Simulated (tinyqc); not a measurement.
Classical nucleation, growth and JMAK kinetics of crystallisation from a melt or glass: one step, computed by the program tinyqc.

A spherical nucleus cap on a flat wall with a sharp interface of isotropic energy gamma; lambda = Omega^(1/3) is the jump distance.

Task: Critical nucleus. Driving force per volume: dG = H [(T_m - T)/T_m] [2 T/(T_m + T)]. Shape factor f = (2 + cos theta)(1 - cos theta)^2/4. W(r) = f [4 pi r^2 gamma - (4/3) pi r^3 dG]; r* = 2 gamma/dG; W* = f 16 pi gamma^3/(3 dG^2); n* = f (4/3) pi r*^3/Omega.

Inputs (values chosen for the exercise, for a model substance): melting point T_m = 1410 K; heat of melting per volume H = 3120 J/cm^3; interface energy gamma = 0.371 J/m^2; atomic volume Omega = 14.2 angstrom^3; temperature T = 1131 K; contact angle theta = 40 degrees.

Nucleation: on a flat wall. Driving force: Thompson-Spaepen.

Constants: e = 1.602176634e-19 C; k_B = 1.380649e-23 J/K.

Give: driving force dG; shape factor f; critical radius r*; barrier W*; atoms in the nucleus n*; W*/(k_B T).

Result:

driving force dG = 549.58 J/cm^3

shape factor f = 0.037850

critical radius r* = 1.3501 nm

barrier W* = 0.66922 eV

atoms in the nucleus n* = 27.479

W*/(k_B T) = 6.8665

The wall leaves r* unchanged and cuts the barrier to 3.8 % of the homogeneous value. W* equals n* Omega dG/2 = 0.669 eV. Caution: with under 20 atoms in the nucleus or a barrier under 10 k_B T the capillary model is only a guide.
